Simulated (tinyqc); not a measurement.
Lossy on-chip transmission line with skin effect: effect of the loss tangent.

A uniform line in a homogeneous dielectric: c = sqrt(er)/(c0 Z0), l = Z0 sqrt(er)/c0 (c0 = 299792458 m/s), g = w c td, w = 2 pi f. The resistance joins its limits as r = sqrt(r_dc^2 + r_hf^2), with r_dc = rho/(wd th), r_hf = kr rho/(2 delta (wd + th)), delta = sqrt(rho/(pi f mu0)), mu0 = 4 pi 1e-7 H/m; this is an interpolation, and internal inductance, up to 0.05 nH/mm at low frequency, is neglected.

gamma = sqrt((r + i w l)(g + i w c)) = alpha + i beta, Zc = sqrt((r + i w l)/(g + i w c)), roots with positive real part; loss 8.685889638 alpha in dB; phase velocity w/beta. ZL = 1/(1/RL + i w CL); reflection (ZL - Zc)/(ZL + Zc); Zin = Zc (ZL + Zc tanh(gamma len))/(Zc + ZL tanh(gamma len)); H = V_load/V_source = [Zin/(Zin + Rg)]/[cosh(gamma len) + (Zc/ZL) sinh(gamma len)].

Values chosen for this exercise:
- wd = 1.3 um (width of the strip)
- th = 0.63 um (thickness of the strip)
- rho = 1.8 uohm cm (resistivity)
- er = 3.9 (relative permittivity)
- Z0 = 50 ohm (lossless impedance sqrt(l/c))
- kr = 2 (factor for crowding and the return path)
- len = 5 mm (length)
- Rg = 10 ohm (source resistance)
- RL = 1000 ohm (load resistance)
- CL = 20 fF (load capacitance)
- f = 5.5 GHz (frequency)

The same in every row: r (ohm/mm) = 24.25; r/(w l) = 2.130.

Effect of the loss tangent:

| td | loss (dB/mm) | \|Zc\| (ohm) | phase velocity over c0 | length in wavelengths | \|H\| (dB) |
|---|---|---|---|---|---|
| 0 | 1.627 | 76.70 | 0.3911 | 0.2346 | -2.873 |
| 0.001 | 1.628 | 76.70 | 0.3912 | 0.2345 | -2.881 |
| 0.002 | 1.629 | 76.70 | 0.3913 | 0.2344 | -2.890 |
| 0.005 | 1.633 | 76.70 | 0.3917 | 0.2342 | -2.914 |
| 0.01 | 1.639 | 76.70 | 0.3923 | 0.2338 | -2.955 |
| 0.02 | 1.652 | 76.70 | 0.3935 | 0.2331 | -3.037 |
| 0.04 | 1.678 | 76.67 | 0.3960 | 0.2316 | -3.201 |

What does the table show?

As td goes from 0 to 0.04, the loss rises from 1.63 to 1.68 dB/mm, |Zc| stays near 76.7 ohm and |H| goes from -2.87 to -3.20 dB, with its highest value among the rows, -2.87 dB, at td = 0. In the low-loss estimate the dielectric part g Z0/2 equals the conductor part r/(2 Z0) at td = 2.13.

tinyqc, about 0.01 s, one thread, Intel Xeon 2.30GHz (shared host): `OMP_NUM_THREADS=1 python tinyqc.py 2810143 2810144 out.jsonl`
